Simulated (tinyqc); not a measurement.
Millisecond and nanosecond annealing: surface heating, thermal budget and solid-phase regrowth: one step, computed by the program tinyqc.

A square pulse heats the surface of a thick wafer with constant thermal properties; losses by radiation are neglected and silicon melts at 1414 C.

Task: Peak temperature. Absorbed flux q = (1 - R) fluence/t_p; kappa = k/c. With f(z, t) = (2 q/k) sqrt(kappa t) ierfc(z/(2 sqrt(kappa t))), ierfc(x) = exp(-x^2)/sqrt(pi) - x erfc(x): T = T0 + f(z, t) during the pulse and T0 + f(z, t) - f(z, t - t_p) after it. At the surface the rise at the end of the pulse is 2 q sqrt(t_p/(pi k c)); the fluence that just melts the surface scales with (1414 - T0).

Inputs (values chosen for the exercise, modelled on hot silicon with phosphorus):
```
quantity                      value        unit
incident fluence               0.41      J/cm^2
pulse length t_p            1.1e-07           s
reflectance R                  0.33           -
thermal conductivity k         0.31    W/(cm K)
heat capacity per volume c     2.36  J/(cm^3 K)
preheat temperature T0          200           C
```

Source: pulsed laser.

Give: absorbed flux q; kappa; thermal length sqrt(kappa t_p); peak temperature; fluence at the melting threshold.

Result:

absorbed flux q = 2.4973e+06 W/cm^2

kappa = 0.13136 cm^2/s

thermal length sqrt(kappa t_p) = 1.2020 um

peak temperature = 1292.6 C

fluence at the melting threshold = 0.45554 J/cm^2

Caution: cold silicon conducts heat several times better than the constant k used here, so the real melting fluence is higher.
